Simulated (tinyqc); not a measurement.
Electron mobility of a polar semiconductor by Rode's iterative solution of the Boltzmann equation: one step, computed by the program tinyqc. Command: `OMP_NUM_THREADS=1 python tinyqc.py 3017551 3017552 out.jsonl rode walk`. One thread of a shared host (Intel(R) Xeon(R) Processor @ 2.30GHz), about 0.01 s of CPU time with the checks.

The distribution is f(E) + e F l(E) (-df/dE) cos(theta) for a weak field F, theta counted from the force; l(E) is a mean free path. Elastic processes enter by their momentum rate, polar optical phonons by out- and in-scattering terms. One valley only: where upper valleys lie close, measured mobilities are lower. The density n is prescribed, even where a narrow-gap material would have more intrinsic carriers.

Task: Fermi level and screening. Kane band: hbar^2 k^2/(2 m) = E (1 + alpha E), speed v = hbar k/(m (1 + 2 alpha E)), states per spin, volume and energy g(E) = m k (1 + 2 alpha E)/(2 pi^2 hbar^2); overlap factors are set to 1. Masses are multiplied by m_0 and all formulas are in SI units. The reduced Fermi level eta = E_F/(k_B T) solves n = 2 Z int g f dE with f = 1/(1 + exp(x - eta)) (Z = 1 unless valleys are given); screening length L_s = sqrt(eps_s eps_0 k_B T/(e^2 dn/deta)), dn/deta = 2 Z int g f (1 - f) dE. Integrals over x = E/(k_B T) use 160 Gauss-Legendre points in u = sqrt(x) from 0 to sqrt(max(eta, 0) + 32). N_I = n (1 + C)/(1 - C).

Inputs (values chosen for the exercise, for a model polar semiconductor):

| quantity | value | unit |
|---|---|---|
| effective mass m | 0.11 | m_0 |
| non-parabolicity alpha | 0.26 | 1/eV |
| static permittivity eps_s | 15.2 | - |
| electron density n | 1.1e+15 | 1/cm^3 |
| compensation ratio C | 0.52 | - |
| temperature T | 350 | K |

Band: Kane. Elastic processes: acoustic, piezoelectric, impurity.

Constants: k_B = 8.617333262e-05 eV/K; m_0 = 9.1093837015e-31 kg; e = 1.602176634e-19 C; hbar = 1.054571817e-34 J s; eps_0 = 8.8541878128e-12 F/m; k_B = 1.380649e-23 J/K.

Give: reduced Fermi level eta; screening length L_s; ionised impurity density N_I.

Result:

reduced Fermi level eta = -6.984

screening length L_s = 151.8 nm

ionised impurity density N_I = 3.483e+15 1/cm^3
